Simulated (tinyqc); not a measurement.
Slope factor and drain-induced lowering from three currents.

Question. With source and body at 0 V, I = A exp((Vg + dd Vd)/(nf Vt)) (1 - exp(-Vd/Vt)). Find nf, the swing nf Vt ln 10 and dd.

Values chosen for this exercise:

| symbol | value | unit | meaning |
|---|---|---|---|
| T | 300 | K | temperature |

Constants: q = 1.602176634e-19 C, kB = 1.380649e-23 J/K, Vt = kB T/q. Results are converted to the units shown.

currents at (Vg, Vd) = (0, 0.05), (0, 0.8) and (0.11, 0.8) V (nA/um): [1.7249084e-4, 0.0037592994, 0.13427023]

Answer. The pair at equal Vd gives nf; the pair at equal Vg, after dividing out the factors 1 - exp(-Vd/Vt), gives dd.

nf = 1.19
swing = 70.8 mV/decade
dd = 0.120

tinyqc, about 0.03 s, one thread, Intel Xeon 2.30GHz (shared host): `OMP_NUM_THREADS=1 python tinyqc.py 2242143 2242144 out.jsonl`
